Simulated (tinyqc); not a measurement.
Non-radiative capture by multiphonon emission, one effective mode: one step, computed by the program tinyqc. Command: `OMP_NUM_THREADS=1 python tinyqc.py 3005698 3005699 out.jsonl capture walk`. One thread of a shared host (Intel(R) Xeon(R) Processor @ 2.30GHz), about 0.01 s of CPU time with the checks.

The initial state (free carrier plus empty centre) lies dE above the final state; both have the same frequency and are displaced by dQ.

Question. Scaled coefficient, cross-section and lifetime. Sommerfeld factor of an attractive centre: s(k) = 2 pi nu/(1 - exp(-2 pi nu)), nu = sqrt(Ry*/E), Ry* = Ry m/eps^2, averaged over (2/sqrt(pi)) sqrt(x) exp(-x) dx with x = E/k_B T = t^2 (trapezoid, t to 6 in steps of 0.01). C = s C_0; v = sqrt(3 k_B T/m); sigma = C/v; tau = 1/(C N_t).

Inputs (values chosen for the exercise, with mass, screening and phonons like those of GaSb): carrier mass m = 0.0385 m_0; dielectric constant eps = 15.6; temperature T = 300 K; defect density N_t = 9e+14 cm^-3.

Centre: attractive.

C_0 = 7.795204e-08 cm^3/s

Constants: Ry = 13.605693123 eV; k_B = 8.617333262e-05 eV/K; k_B = 1.380649e-23 J/K; m_0 = 9.1093837015e-31 kg.

Give: Sommerfeld factor s; capture coefficient C; thermal velocity v; cross-section sigma; capture time.

Answer.

Sommerfeld factor s = 2.414

capture coefficient C = 1.882e-07 cm^3/s

thermal velocity v = 5.952e+07 cm/s

cross-section sigma = 3.161e-15 cm^2

capture time = 5.905e-09 s
